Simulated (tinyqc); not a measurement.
Hueckel theory of the pi electrons with the omega technique, for the molecule N=c1ccccnc1 (SMILES; centres numbered as the heavy atoms are written), step by step. Computed by tinyqc, a small Python program that keeps every step. Settings: charge = 0, omega = 0.6, damping = 0.5. Command: `OMP_NUM_THREADS=1 python tinyqc.py 20979 20980 out.jsonl` (the two numbers bound the seeds that draw the settings). One thread of a shared host (Intel(R) Xeon(R) Processor @ 2.60GHz), about 0.01 s of CPU time with the checks.

## The Hueckel matrix

Centres:
```
centre  z_r, pi electrons of the neutral centre         h
1N                                            1  0.520000
2C                                            1  0.000000
3C                                            1  0.000000
4C                                            1  0.000000
5C                                            1  0.000000
6C                                            1  0.000000
7N                                            1  0.520000
8C                                            1  0.000000
```

Bonds:
```
i  j  k
1  2  1
2  3  1
3  4  1
4  5  1
5  6  1
6  7  1
7  8  1
8  2  1
```

H_rr = alpha + h_r beta, H_rs = k_rs beta for bonded centres.

Hueckel matrix in units of beta (H = alpha + beta A), lower triangle:
```
          1N        2C        3C        4C        5C        6C        7N        8C
1N  0.520000
2C  1.000000  0.000000
3C  0.000000  1.000000  0.000000
4C  0.000000  0.000000  1.000000  0.000000
5C  0.000000  0.000000  0.000000  1.000000  0.000000
6C  0.000000  0.000000  0.000000  0.000000  1.000000  0.000000
7N  0.000000  0.000000  0.000000  0.000000  0.000000  1.000000  0.520000
8C  0.000000  1.000000  0.000000  0.000000  0.000000  0.000000  1.000000  0.000000
```

## Orbitals, round 1

pi electrons, sum of z_r less the charge = 8

Diagonalise; E = alpha + x beta with beta < 0, so the largest x are filled first; degenerate levels share their electrons. P = sum n_i c_ri c_si; each orbital has its largest coefficient positive (the first on a tie).

x values: 2.199876  1.578881  1.368127  0.495069  -0.398552  -0.575285  -1.713546  -1.914570

occupations: 2.000000  2.000000  2.000000  2.000000  0.000000  0.000000  0.000000  0.000000

coefficients:
```
         MO1        MO2        MO3        MO4        MO5        MO6        MO7        MO8
1N  0.274585  -0.437128  -0.117029   0.703483  -0.145227   0.372514   0.087482  -0.239640
2C  0.461269  -0.462867  -0.099256  -0.017539   0.133399  -0.408009  -0.195396   0.583421
3C  0.334516  -0.274608   0.354977  -0.390060  -0.480875  -0.208274  -0.094413  -0.501000
4C  0.274625   0.029294   0.584909  -0.175568   0.058255   0.527827   0.357176   0.375779
5C  0.269626   0.320859   0.445253   0.303142   0.457657  -0.095377  -0.517625  -0.218456
6C  0.318518   0.477305   0.024253   0.325644  -0.240655  -0.472958   0.529799   0.042469
7N  0.431074   0.432748  -0.412071  -0.141926  -0.361744   0.367462  -0.390209   0.137145
8C  0.405633  -0.019076  -0.373742  -0.322106   0.572936   0.070482   0.341750  -0.376359
```

charge and bond-order matrix P, lower triangle:
```
           1N         2C         3C         4C         5C        6C        7N        8C
1N   1.550123
2C   0.656534   0.874348
3C  -0.208103   0.506032   0.930932
4C  -0.258715   0.116281   0.719867   0.898441
5C   0.189852  -0.147312   0.083790   0.581312   0.931588
6C   0.210126  -0.164250  -0.285867   0.116937   0.697087  0.871811
7N  -0.244836   0.083851  -0.131103  -0.170092   0.057160  0.575292  1.126083
8C  -0.126275   0.477361   0.267799  -0.102431  -0.321610  0.012280  0.732653  0.816675
```

## Omega technique, round 1

h_r = h_r(0) + omega q_r, omega = 0.6, with q_r = z_r - P_rr; 0.5 of the old diagonal is kept.

matrix after round 1, lower triangle:
```
          1N        2C        3C        4C        5C        6C        7N        8C
1N  0.354963
2C  1.000000  0.037696
3C  0.000000  1.000000  0.020720
4C  0.000000  0.000000  1.000000  0.030468
5C  0.000000  0.000000  0.000000  1.000000  0.020524
6C  0.000000  0.000000  0.000000  0.000000  1.000000  0.038457
7N  0.000000  0.000000  0.000000  0.000000  0.000000  1.000000  0.482175
8C  0.000000  1.000000  0.000000  0.000000  0.000000  0.000000  1.000000  0.054998
```

## Orbitals, round 2

As before.

x values: 2.209091  1.564837  1.385076  0.427336  -0.375063  -0.584019  -1.692660  -1.894598

occupations: 2.000000  2.000000  2.000000  2.000000  0.000000  0.000000  0.000000  0.000000

coefficients:
```
         MO1        MO2        MO3        MO4        MO5        MO6        MO7        MO8
1N  0.248008  -0.396597  -0.097782   0.707108  -0.111632   0.428023   0.090410  -0.260384
2C  0.459839  -0.479833  -0.100726   0.051175   0.081494  -0.401906  -0.185126   0.585750
3C  0.339497  -0.291276   0.352562  -0.373879  -0.495134  -0.178889  -0.102615  -0.498122
4C  0.283107   0.030068   0.581746  -0.203200   0.114472   0.510087   0.360944   0.368312
5C  0.277287   0.337412   0.435476   0.293235   0.448712  -0.134553  -0.519338  -0.210902
6C  0.323753   0.491002   0.012484   0.322492  -0.291976  -0.428744   0.528777   0.035592
7N  0.425463   0.412043  -0.418665  -0.167825  -0.327974   0.401436  -0.396037   0.142101
8C  0.410986  -0.044899  -0.390497  -0.313289   0.573128   0.000736   0.332538  -0.373335
```

charge and bond-order matrix P, lower triangle:
```
           1N         2C         3C         4C         5C        6C        7N        8C
1N   1.456721
2C   0.700760   0.908911
3C  -0.198259   0.482464   0.928372
4C  -0.284562   0.093520   0.736860   0.921546
5C   0.199440  -0.126504   0.079512   0.564797   0.932723
6C   0.224759  -0.142956  -0.298551   0.096305   0.710890  0.900112
7N  -0.271259   0.063029  -0.120868  -0.153228   0.050945  0.561421  1.108489
8C  -0.127222   0.467663   0.264128  -0.097013  -0.326216  0.010209  0.744849  0.843126
```

## Omega technique, round 2

As before.

matrix after round 2, lower triangle:
```
          1N        2C        3C        4C        5C        6C        7N        8C
1N  0.300465
2C  1.000000  0.046174
3C  0.000000  1.000000  0.031849
4C  0.000000  0.000000  1.000000  0.038770
5C  0.000000  0.000000  0.000000  1.000000  0.030445
6C  0.000000  0.000000  0.000000  0.000000  1.000000  0.049195
7N  0.000000  0.000000  0.000000  0.000000  0.000000  1.000000  0.468541
8C  0.000000  1.000000  0.000000  0.000000  0.000000  0.000000  1.000000  0.074561
```

## Convergence

Each round sets h_r = h_r(0) + omega (z_r - P_rr), keeping the share named as damping of the old diagonal; repeat until output and input diagonals agree to 1e-6.

Rounds:
```
round    sum n x  largest |h(out) - h(in)|
1      11.283906                  3.30e-01
2      11.172679                  1.09e-01
3      11.140464                  3.41e-02
4      11.130680                  1.08e-02
5      11.127584                  3.48e-03
6      11.126571                  1.16e-03
7      11.126231                  4.00e-04
8      11.126114                  1.42e-04
9      11.126072                  6.08e-05
10     11.126057                  2.69e-05
11     11.126052                  1.17e-05
12     11.126050                  5.08e-06
13     11.126049                  2.18e-06
14     11.126049                  9.35e-07
```

Converged in 14 rounds.

## Energy, charges, bond orders

final x values: 2.213456  1.558541  1.394869  0.396159  -0.358343  -0.595308  -1.682629  -1.886745

occupations: 2.000000  2.000000  2.000000  2.000000  0.000000  0.000000  0.000000  0.000000

final P, lower triangle:
```
           1N         2C         3C         4C         5C        6C        7N        8C
1N   1.407688
2C   0.721175   0.924612
3C  -0.192254   0.470997   0.932862
4C  -0.295378   0.080238   0.745502   0.929932
5C   0.203567  -0.115406   0.075998   0.555639   0.937622
6C   0.228413  -0.130453  -0.305052   0.086252   0.718610  0.910715
7N  -0.283353   0.051134  -0.116145  -0.143076   0.047743  0.553005  1.099256
8C  -0.124842   0.461514   0.261910  -0.094790  -0.328878  0.011279  0.751791  0.857313
```

E = sum n x; q_r = z_r - P_rr; bond order p = P_rs; free valence = sqrt(3) - sum of p over the bonds of the atom.

pi energy = 8 alpha + this times beta = 11.126049

pi charges: 1N -0.407688, 2C 0.075388, 3C 0.067138, 4C 0.070068, 5C 0.062378, 6C 0.089285, 7N -0.099256, 8C 0.142687

Bond orders and lengths from R = 1.517 - 0.180 p (angstrom, C-C alone):
```
bond         p         R
1-2   0.721175         -
2-3   0.470997  1.432221
3-4   0.745502  1.382810
4-5   0.555639  1.416985
5-6   0.718610  1.387650
6-7   0.553005         -
7-8   0.751791         -
8-2   0.461514  1.433928
```

free valence of the carbons: 2C 0.078364, 3C 0.515551, 4C 0.430909, 5C 0.457801, 6C 0.460436, 8C 0.518746

gap between the highest filled and the next level = 0.754501 |beta|
